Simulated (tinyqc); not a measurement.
Worked calculation: ROHF in the 3-21g basis, for H3, spin multiplicity 2. One step of it, computed by the program tinyqc.

Question. Iteration 1: building the Fock matrix. J_ij = sum D_kl (ij|kl) with D = D(alpha) + D(beta), K_ij = sum D_kl (ik|jl) for each spin; F = H + J - K(s); E = tr D H + tr D J / 2 - 0.5 sum_s tr D(s) K(s) + E_nn.

D(alpha) at the start:
```
           1H 1s      1H 2s      2H 1s      2H 2s      3H 1s      3H 2s
1H 1s   1.010371  -1.787009  -0.565334   0.941670  -0.567438   0.945389
1H 2s  -1.787009   3.160621   1.000364  -1.666325   1.003130  -1.671253
2H 1s  -0.565334   1.000364   1.079955  -1.845420  -0.444414   0.787668
2H 2s   0.941670  -1.666325  -1.845420   3.154271   0.786701  -1.392269
3H 1s  -0.567438   1.003130  -0.444414   0.786701   1.078876  -1.844617
3H 2s   0.945389  -1.671253   0.787668  -1.392269  -1.844617   3.154713
```

D(beta) at the start:
```
           1H 1s      1H 2s      2H 1s      2H 2s      3H 1s      3H 2s
1H 1s   1.010340  -1.786951  -0.560438   0.933219  -0.572287   0.953771
1H 2s  -1.786951   3.160512   0.991226  -1.650549   1.012183  -1.686898
2H 1s  -0.560438   0.991226   0.310877  -0.517659   0.317449  -0.529059
2H 2s   0.933219  -1.650549  -0.517659   0.861984  -0.528603   0.880967
3H 1s  -0.572287   1.012183   0.317449  -0.528603   0.324161  -0.540244
3H 2s   0.953771  -1.686898  -0.529059   0.880967  -0.540244   0.900368
```

core Hamiltonian H = T + V (hartree):
```
           1H 1s      1H 2s      2H 1s      2H 2s      3H 1s      3H 2s
1H 1s  -1.376294  -1.255525  -0.748470  -0.923870  -0.749852  -0.924517
1H 2s  -1.255525  -1.427005  -0.913753  -1.217635  -0.914563  -1.218148
2H 1s  -0.748470  -0.913753  -1.341940  -1.235467  -0.666118  -0.874042
2H 2s  -0.923870  -1.217635  -1.235467  -1.411099  -0.874205  -1.185577
3H 1s  -0.749852  -0.914563  -0.666118  -0.874205  -1.342514  -1.235797
3H 2s  -0.924517  -1.218148  -0.874042  -1.185577  -1.235797  -1.411352
```

Two-electron integrals (ij|kl) in chemists' order, unique and non-zero (hartree):
```
(11|11) 1.140145   (21|11) 0.611403   (21|21) 0.345152   (22|11) 0.626370
(22|21) 0.380329   (22|22) 0.482957   (31|11) 0.255931   (31|21) 0.146910
(31|22) 0.165571   (31|31) 0.084817   (32|11) 0.276332   (32|21) 0.168723
(32|22) 0.213896   (32|31) 0.104401   (32|32) 0.149740   (33|11) 0.588657
(33|21) 0.368389   (33|22) 0.486601   (33|31) 0.255931   (33|32) 0.395274
(33|33) 1.140145   (41|11) 0.395274   (41|21) 0.224197   (41|22) 0.249010
(41|31) 0.104401   (41|32) 0.122836   (41|33) 0.276332   (41|41) 0.149740
(42|11) 0.454701   (42|21) 0.278251   (42|22) 0.360365   (42|31) 0.137596
(42|32) 0.189942   (42|33) 0.454701   (42|41) 0.189942   (42|42) 0.292005
(43|11) 0.368389   (43|21) 0.229192   (43|22) 0.303375   (43|31) 0.146910
(43|32) 0.224197   (43|33) 0.611403   (43|41) 0.168723   (43|42) 0.278251
(43|43) 0.345152   (44|11) 0.486601   (44|21) 0.303375   (44|22) 0.412850
(44|31) 0.165571   (44|32) 0.249010   (44|33) 0.626370   (44|41) 0.213896
(44|42) 0.360365   (44|43) 0.380329   (44|44) 0.482957   (51|11) 0.256620
(51|21) 0.147293   (51|22) 0.165979   (51|31) 0.069547   (51|32) 0.082152
(51|33) 0.182058   (51|41) 0.099339   (51|42) 0.127926   (51|43) 0.112468
(51|44) 0.144399   (51|51) 0.085218   (52|11) 0.276717   (52|21) 0.168942
(52|22) 0.214131   (52|31) 0.082058   (52|32) 0.107926   (52|33) 0.246882
(52|41) 0.115438   (52|42) 0.170606   (52|43) 0.153277   (52|44) 0.201943
(52|51) 0.104744   (52|52) 0.149983   (53|11) 0.163944   (53|21) 0.100504
(53|22) 0.126873   (53|31) 0.060931   (53|32) 0.084841   (53|33) 0.215576
(53|41) 0.072988   (53|42) 0.110838   (53|43) 0.124422   (53|44) 0.141473
(53|51) 0.061055   (53|52) 0.084898   (53|53) 0.062744   (54|11) 0.245823
(54|21) 0.151605   (54|22) 0.196537   (54|31) 0.078474   (54|32) 0.107440
(54|33) 0.252978   (54|41) 0.105659   (54|42) 0.162517   (54|43) 0.155329
(54|44) 0.199422   (54|51) 0.095194   (54|52) 0.140305   (54|53) 0.084658
(54|54) 0.134949   (55|11) 0.589151   (55|21) 0.368658   (55|22) 0.486814
(55|31) 0.181760   (55|32) 0.246740   (55|33) 0.559103   (55|41) 0.254823
(55|42) 0.395086   (55|43) 0.352079   (55|44) 0.473388   (55|51) 0.256620
(55|52) 0.395609   (55|53) 0.215576   (55|54) 0.374375   (55|55) 1.140145
(61|11) 0.395609   (61|21) 0.224385   (61|22) 0.249216   (61|31) 0.099164
(61|32) 0.115381   (61|33) 0.254837   (61|41) 0.147541   (61|42) 0.185691
(61|43) 0.157540   (61|44) 0.205371   (61|51) 0.104744   (61|52) 0.123077
(61|53) 0.073037   (61|54) 0.110954   (61|55) 0.276717   (61|61) 0.149983
(62|11) 0.454983   (62|21) 0.278420   (62|22) 0.360570   (62|31) 0.127690
(62|32) 0.170519   (62|33) 0.395145   (62|41) 0.185651   (62|42) 0.278937
(62|43) 0.245362   (62|44) 0.330217   (62|51) 0.137985   (62|52) 0.190198
(62|53) 0.110878   (62|54) 0.177026   (62|55) 0.454983   (62|61) 0.190198
(62|62) 0.292291   (63|11) 0.245696   (63|21) 0.151537   (63|22) 0.196484
(63|31) 0.094963   (63|32) 0.140195   (63|33) 0.374375   (63|41) 0.110831
(63|42) 0.176933   (63|43) 0.212467   (63|44) 0.236212   (63|51) 0.078618
(63|52) 0.107507   (63|53) 0.084658   (63|54) 0.108377   (63|55) 0.252978
(63|61) 0.105692   (63|62) 0.162555   (63|63) 0.134949   (64|11) 0.391464
(64|21) 0.242543   (64|22) 0.324491   (64|31) 0.124700   (64|32) 0.179409
(64|33) 0.437028   (64|41) 0.167893   (64|42) 0.271582   (64|43) 0.267680
(64|44) 0.347485   (64|51) 0.124976   (64|52) 0.179543   (64|53) 0.114848
(64|54) 0.174214   (64|55) 0.437028   (64|61) 0.168019   (64|62) 0.271694
(64|63) 0.174214   (64|64) 0.274257   (65|11) 0.368658   (65|21) 0.229338
(65|22) 0.303495   (65|31) 0.112272   (65|32) 0.153184   (65|33) 0.352079
(65|41) 0.157514   (65|42) 0.245318   (65|43) 0.220273   (65|44) 0.295872
(65|51) 0.147293   (65|52) 0.224385   (65|53) 0.124422   (65|54) 0.212467
(65|55) 0.611403   (65|61) 0.168942   (65|62) 0.278420   (65|63) 0.155329
(65|64) 0.267680   (65|65) 0.345152   (66|11) 0.486814   (66|21) 0.303495
(66|22) 0.412968   (66|31) 0.144111   (66|32) 0.201805   (66|33) 0.473388
(66|41) 0.205286   (66|42) 0.330128   (66|43) 0.295872   (66|44) 0.405452
(66|51) 0.165979   (66|52) 0.249216   (66|53) 0.141473   (66|54) 0.236212
(66|55) 0.626370   (66|61) 0.214131   (66|62) 0.360570   (66|63) 0.199422
(66|64) 0.347485   (66|65) 0.380329   (66|66) 0.482957
```

nuclear repulsion = 1.77635865 hartree

Give: Coulomb J; exchange K(alpha); exchange K(beta); F(alpha); F(beta); total energy of this density.

Answer.

Coulomb J (hartree):
```
        1H 1s   1H 2s   2H 1s   2H 2s   3H 1s   3H 2s
1H 1s  1.7468  1.0209  0.4856  0.6846  0.4871  0.6852
1H 2s  1.0209  1.2822  0.6542  1.0148  0.6555  1.0155
2H 1s  0.4856  0.6542  1.6035  0.9593  0.4066  0.6196
2H 2s  0.6846  1.0148  0.9593  1.2464  0.6202  0.9767
3H 1s  0.4871  0.6555  0.4066  0.6202  1.6064  0.9606
3H 2s  0.6852  1.0155  0.6196  0.9767  0.9606  1.2472
```

exchange K(alpha) (hartree):
```
        1H 1s   1H 2s   2H 1s   2H 2s   3H 1s   3H 2s
1H 1s  0.2589  0.0510  0.0039  0.0494  0.0039  0.0494
1H 2s  0.0510  0.0636  0.0497  0.0450  0.0497  0.0450
2H 1s  0.0039  0.0497  0.2756  0.0487  0.0039  0.0476
2H 2s  0.0494  0.0450  0.0487  0.0693  0.0476  0.0442
3H 1s  0.0039  0.0497  0.0039  0.0476  0.2754  0.0487
3H 2s  0.0494  0.0450  0.0476  0.0442  0.0487  0.0692
```

exchange K(beta) (hartree):
```
         1H 1s   1H 2s    2H 1s   2H 2s    3H 1s   3H 2s
1H 1s   0.2528  0.0429  -0.0138  0.0405  -0.0144  0.0407
1H 2s   0.0429  0.0423   0.0230  0.0216   0.0235  0.0216
2H 1s  -0.0138  0.0230   0.0797  0.0175   0.0339  0.0107
2H 2s   0.0405  0.0216   0.0175  0.0286   0.0110  0.0252
3H 1s  -0.0144  0.0235   0.0339  0.0110   0.0829  0.0180
3H 2s   0.0407  0.0216   0.0107  0.0252   0.0180  0.0289
```

F(alpha) (hartree):
```
         1H 1s    1H 2s    2H 1s    2H 2s    3H 1s    3H 2s
1H 1s   0.1116  -0.2857  -0.2667  -0.2887  -0.2666  -0.2887
1H 2s  -0.2857  -0.2084  -0.3092  -0.2478  -0.3088  -0.2476
2H 1s  -0.2667  -0.3092  -0.0141  -0.3249  -0.2634  -0.3020
2H 2s  -0.2887  -0.2478  -0.3249  -0.2340  -0.3016  -0.2531
3H 1s  -0.2666  -0.3088  -0.2634  -0.3016  -0.0115  -0.3240
3H 2s  -0.2887  -0.2476  -0.3020  -0.2531  -0.3240  -0.2333
```

F(beta) (hartree):
```
         1H 1s    1H 2s    2H 1s    2H 2s    3H 1s    3H 2s
1H 1s   0.1177  -0.2776  -0.2490  -0.2798  -0.2484  -0.2801
1H 2s  -0.2776  -0.1872  -0.2825  -0.2244  -0.2826  -0.2242
2H 1s  -0.2490  -0.2825   0.1818  -0.2937  -0.2934  -0.2651
2H 2s  -0.2798  -0.2244  -0.2937  -0.1934  -0.2650  -0.2340
3H 1s  -0.2484  -0.2826  -0.2934  -0.2650   0.1809  -0.2932
3H 2s  -0.2801  -0.2242  -0.2651  -0.2340  -0.2932  -0.1931
```

total energy of this density = 2.591830 hartree
